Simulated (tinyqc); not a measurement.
Inside a calculation. Model: equilibrium and kinetic segregation of a solute to boundaries and growing surfaces. Computed by tinyqc, a small Python program that keeps every step. Command: `OMP_NUM_THREADS=1 python tinyqc.py 3000127 3000128 out.jsonl segreg walk`. One thread of a shared host (Intel(R) Xeon(R) Processor @ 2.30GHz), about 0.01 s of CPU time with the checks. Intermediate numbers are printed to about 6 digits and carried at full precision; extremes and crossings named in words are read from the listed rows.

Inputs (values chosen for the exercise, modelled on phosphorus in polycrystalline silicon):
```
quantity                               value          unit
segregation energy Q                   0.471            eV
interaction z w (positive attracts)     0.11            eV
total solute fraction x0             0.00079             -
temperature T                           1025             K
grain size d                              92            nm
boundary thickness delta                0.38            nm
atomic volume Omega                    20.02    angstrom^3
clean boundary energy gamma_0           0.82         J/m^2
bulk diffusivity D                   3.6e-20         m^2/s
anneal time t                            2.3             s
exchange barrier E_b                    1.49            eV
surface segregation energy E_s           0.4            eV
growth temperature T_g                   880             K
growth rate                             0.72  monolayers/s
mixing                                   0.5             -
```

Isotherm: Fowler-Guggenheim.

Constants: k_B = 8.617333262e-05 eV/K; 1 eV/angstrom^2 = 16.02176634 J/m^2.

## Coverage for very large grains, by iteration

With theta the solute fraction on boundary sites and x that in the grains, theta/(1 - theta) = [x/(1 - x)] exp[(Q + z w theta)/(k_B T)]. The coverage theta_inf is that for x = x0. Start at theta = 0; theta(new) = theta + mixing (theta(out) - theta); stop below 1e-10, 80 steps at most.

Iteration:
```
step  theta in  theta out     out - in
1     0.000000   0.140606  1.40606e-01
2     0.070303   0.151521  8.12187e-02
3     0.110912   0.158139  4.72264e-02
4     0.134525   0.162093  2.75677e-02
5     0.148309   0.164438  1.61288e-02
6     0.156374   0.165823  9.44897e-03
...        ...        ...          ...
36    0.167800   0.167800  1.07727e-09
37    0.167800   0.167800  6.32308e-10
38    0.167800   0.167800  3.71136e-10
39    0.167800   0.167800  2.17839e-10
40    0.167800   0.167800  1.27861e-10
41    0.167800   0.167800  7.50487e-11
```

coverage theta_inf = 0.167800

last residual = 7.50487e-11

Converged; without interaction theta would be 0.1406.

## Depletion of small grains

Finite grains: boundary sites are the fraction f = 3 delta/d, and x0 = (1 - f) x + f theta; solve both equations for theta; share at boundaries = f theta/x0.

site fraction f = 0.0123913

coverage theta = 0.0461605

fraction x left in the grains = 2.20746e-04

share of solute at boundaries = 72.4037 %

enrichment theta/x = 209.111

72 % of the solute sits at boundaries; for a dopant that share is electrically lost. The supply limits the coverage, which stays well below theta_inf.

## Boundary energy

Gibbs adsorption for this isotherm in a dilute matrix: gamma = gamma_0 + Gam_0 [k_B T ln(1 - theta) + z w theta^2/2], Gam_0 = delta/Omega sites per area.

Gam_0 = 18.9810 1/nm^2

boundary energy gamma = 0.807662 J/m^2

Segregation lowers gamma by 1.5 %, and the driving force of grain growth with it.

## How fast the boundary fills

McLean kinetics from a uniform start, fed from both sides, with a constant enrichment beta = theta_inf/x0: (theta - x0)/(theta_inf - x0) = 1 - exp(s^2) erfc(s), s = 2 sqrt(D t)/(beta delta); half filling at s = 0.7691, t = (0.7691 beta delta/2)^2/D. D is an input and does not follow T.

s = 0.00713010

degree of filling = 0.00799489

time to half filling = 26761.0 s

diffusion length sqrt(D t) = 0.287750 nm

Caution: half of theta_inf exceeds the equilibrium coverage of grains of this size, so half filling is never reached in them. Caution: by the time of half filling the diffusion length reaches across the grain, so the real time is longer or half filling is never reached.

## Segregation at a growing surface

Two-state exchange during growth, dilute: jump up r_u = nu exp(-E_b/(k_B T_g)), jump back r_d = r_u exp(-E_s/(k_B T_g)), nu = 1e13 1/s. In the time 1/R of one monolayer the share carried up is p = [r_u/(r_u + r_d)] [1 - exp(-(r_u + r_d)/R)]; the tail decays as p^n, length -1/ln p monolayers; the equilibrium limit has p = r_u/(r_u + r_d).

r_u = 29291.3 1/s

r_d = 149.945 1/s

share carried up p = 0.994907

decay length = 195.847 monolayers

Exchange is fast against growth: the equilibrium regime, where heating shortens the tail.

## Tail length against growth temperature

The formulas are those given above.

Exchange model:
```
T_g (K)        r_u/R         p  length (monolayers)  equilibrium limit
491      7.06057e-03  0.007036          2.01745e-01            12756.8
526      7.35343e-02  0.070895          3.77850e-01             6800.8
554      3.87284e-01  0.321088          8.80251e-01             4353.9
583      1.82925e+00  0.839276          5.70727e+00             2870.1
606      5.63811e+00  0.995980          2.48277e+02             2121.7
629      1.60045e+01  0.999376          1.60326e+03             1603.5
663      6.55344e+01  0.999090          1.09847e+03             1098.5
714      4.22166e+02  0.998501          6.66394e+02              666.4
800      5.70270e+03  0.996988          3.31546e+02              331.5
```

The length peaks among these rows at 629 K with 1600 monolayers. Below, exchange freezes (r_u/R = 0.0071 in the first row); above, the length follows the equilibrium limit, about exp(E_s/(k_B T)), down to 332.

## Coverage against grain size

The formulas are those given above.

At T:
```
d (nm)     theta  x in the grains  share at boundaries (%)
15      0.009819      4.73361e-05                  94.4635
30      0.018532      8.91567e-05                  89.1432
60      0.033328      1.59806e-04                  80.1557
120     0.055524      2.65037e-04                  66.7697
250     0.085063      4.03952e-04                  49.0999
500     0.112864      5.33888e-04                  32.5733
1000    0.134958      6.36874e-04                  19.4750
5000    0.160020      7.53687e-04                   4.6183
```

From the largest grains to the smallest the share at boundaries rises from 4.6 to 94 %, and x/x0 falls to 0.060. In the dilute limit x/x0 = 1/(1 - f + f exp(Q/(k_B T))), which gives 0.060 at 15 nm.

Checks made by the program: mass balance (relative difference below 1e-10).
